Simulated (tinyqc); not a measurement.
# From ratio -V_in/V_out back to substrate conductivity kappa

Model: time-domain thermoreflectance: layered heat flow under a modulated pulse train, and what the signal ratio measures. Computed by tinyqc, a small Python program. Command: `OMP_NUM_THREADS=1 python tinyqc.py 3112624 3112625 out.jsonl tdtr inv`. One thread of a shared host (Intel(R) Xeon(R) Processor @ 2.30GHz), about 0.5 s of CPU time with the checks.

Pulses repeat at 80 MHz; heat is laid down at the surface, all layers are isotropic, and the film is in perfect contact with the substrate.

Inputs (values chosen for the exercise, modelled on aluminium on GaN):
```
quantity                                value        unit
metal thickness d                          86          nm
metal conductivity                        150     W/(m K)
metal heat capacity                      2.42  MJ/(m^3 K)
boundary conductance G under the metal    120  MW/(m^2 K)
film thickness                            220          nm
film conductivity                         2.8     W/(m K)
film heat capacity                        2.4  MJ/(m^3 K)
substrate heat capacity C                2.63  MJ/(m^3 K)
modulation frequency f                      1         MHz
spot radius w (1/e^2, pump and probe)     8.9  micrometre
delay t                                   600          ps
```

Stack: metal, film, substrate.

Method:
- For radial wave number k and angular frequency W each layer has u = sqrt(4 pi^2 k^2 + i W C/kappa) and gamma = kappa u. Surface impedance from below: Z = 1/gamma for the substrate; a layer of thickness L maps Z to (Z + tanh(u L)/gamma)/(1 + gamma Z tanh(u L)); a boundary adds 1/G.
- Response per absorbed watt H(W) = 2 pi int_0^(2/w) Z(k, W) exp(-pi^2 k^2 w^2) k dk by 20 Gauss-Legendre points.
- Signal: X + iY = sum_(m = -M..M) H(2 pi (f + m f_r)) exp(i 2 pi m f_r t) exp(-pi (m/M)^2 x 4), f_r = 80 MHz, M = 4000, with H(-W) the complex conjugate of H(W); V_in = X, V_out = Y, ratio = -V_in/V_out.

Problem. A run gave the result below. Find the substrate conductivity kappa, known to lie between 140 and 240 W/(m K).

ratio -V_in/V_out = 4.395793

Solution.

Each step takes the trial c = (a f_b - b f_a)/(f_b - f_a), f being the result less the target and a, b, c the logarithms of the listed values; c replaces end b, the old b replaces a if the sign of f changed, and otherwise f_a is halved.

Scan of the range:
```
substrate conductivity kappa (W/(m K))  ratio -V_in/V_out
140                                               4.02177
153                                               4.12416
168                                               4.23396
183                                               4.33600
201                                               4.44955
219                                               4.55465
240                                               4.66799
```

False position (Illinois rule, in the logarithm of the input) inside the bracket:
```
step    end a    end b    trial  ratio -V_in/V_out
1     183.000  201.000  192.269            4.39559
2     201.000  192.269  192.300            4.39579
3     201.000  192.300  192.300            4.39579
4     192.300  192.300  192.300            4.39579
```

Ratio -V_in/V_out rises at every point of a 13-point scan of the range (every second point is shown), so one value fits; it is bracketed by 183 and 201. Answer: substrate conductivity kappa = 192.3 W/(m K).
